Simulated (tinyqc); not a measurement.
Rapid thermal processing of a wafer: radiative balance, ramp and cooling, pattern effects, pyrometer error and spike budget. From natural cooling rate back to reflectivity of the chamber walls r. Computed by tinyqc, a small Python program. Command: `OMP_NUM_THREADS=1 python tinyqc.py 3113520 3113521 out.jsonl rtp inv`. One thread of a shared host (Intel(R) Xeon(R) Processor @ 2.30GHz), about 0.05 s of CPU time with the checks.

The wafer is opaque and uniform through its thickness unless said otherwise; temperatures in formulas are in kelvin (C + 273.15). sigma = 5.670374419e-12 W/(cm^2 K^4).

Inputs (values chosen for the exercise, modelled on a hot silicon wafer): wafer thickness d = 775 micrometre; heat capacity per volume C = 2.25 J/(cm^3 K); thermal conductivity k = 0.28 W/(cm K); emissivity eps of each face = 0.7; gas heat-transfer coefficient h, both faces together = 5 mW/(cm^2 K); wall temperature T_w = 700 K; process temperature = 868 C; ramp rate = 27 K/s.

Method. Effective emissivity between parallel grey plates: eps_eff = 1/(1/eps + 1/(1 - r) - 1). Loss per area q(T) = 2 eps_eff sigma (T^4 - T_w^4) + h (T - T_w). Absorbed power during a ramp = q(T) + C d x ramp rate; thermal time constant tau = C d/(dq/dT), dq/dT = 8 eps_eff sigma T^3 + h; natural cooling rate q/(C d); front-to-back difference under one-sided heating at the end of the ramp = (absorbed power) d/(2 k).

Problem. A run gave the result below. Find the reflectivity of the chamber walls r, known to lie between 0.057 and 0.14.

natural cooling rate = 75.51921 K/s

Solution.

Each step takes the trial c = (a f_b - b f_a)/(f_b - f_a), f being the result less the target and a, b, c the logarithms of the listed values; c replaces end b, the old b replaces a if the sign of f changed, and otherwise f_a is halved.

Scan of the range:
```
reflectivity of the chamber walls r  natural cooling rate (K/s)
0.0570                                                  76.2302
0.0662                                                  75.7872
0.0769                                                  75.2688
0.0893                                                  74.6638
0.1040                                                  73.9405
0.1210                                                  73.0958
0.1400                                                  72.1411
```

False position (Illinois rule, in the logarithm of the input) inside the bracket:
```
step      end a      end b      trial  natural cooling rate (K/s)
1     0.0662000  0.0769000  0.0715310                     75.5293
2     0.0769000  0.0715310  0.0717325                     75.5196
3     0.0769000  0.0717325  0.0717469                     75.5189
4     0.0717325  0.0717469  0.0717400                     75.5192
```

Natural cooling rate falls at every point of a 13-point scan of the range (every second point is shown), so one value fits; it is bracketed by 0.0662 and 0.0769. Answer: reflectivity of the chamber walls r = 0.07174.
